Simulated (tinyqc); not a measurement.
# Dead time against afterpulsing

Afterpulse probability pap = pa (Cd Vx/q) exp(-td/tt) Pm, with Pm the trigger probability of a released carrier; largest rate 1/td; each true event gives 1/(1 - pap) counts.

Inputs (values chosen for the exercise):
```
symbol,value,unit,meaning
Vx,4.8,V,excess bias
Cd,17,fF,diode capacitance
pa,3.6e-8,,trapping probability per avalanche carrier
tt,7.2,ns,trap release time
```

Constants: q = 1.602176634e-19 C. Results are converted to the units shown.

Pm = 0.826

Result of one run:

| pap (%) | largest rate (1e6/s) | counts per event |
|---|---|---|
| 0.8934 | 263.2 | 1.009 |

Which dead time td gave this result: 3.8, 6.2, 10, 16 or 27 ns?

td = 3.8 ns.

The whole series:

| td (ns) | pap (%) | largest rate (1e6/s) | counts per event |
|---|---|---|---|
| 1.4 | 1.247 | 714.3 | 1.013 |
| 2.3 | 1.100 | 434.8 | 1.011 |
| 3.8 | 0.8934 | 263.2 | 1.009 |
| 6.2 | 0.6402 | 161.3 | 1.006 |
| 10 | 0.3776 | 100.0 | 1.004 |
| 16 | 0.1641 | 62.50 | 1.002 |
| 27 | 0.03562 | 37.04 | 1.000 |
| 43 | 0.003860 | 23.26 | 1.000 |

The afterpulse probability falls from 1.25 to 0.00386 %, a factor of ten for every 16.6 ns, while the largest rate falls from 714 to 23.3 million a second.

Numbers from tinyqc (`OMP_NUM_THREADS=1 python tinyqc.py 2630120 2630121 out.jsonl`; about 0.01 s on one thread of a shared Intel Xeon 2.30GHz).
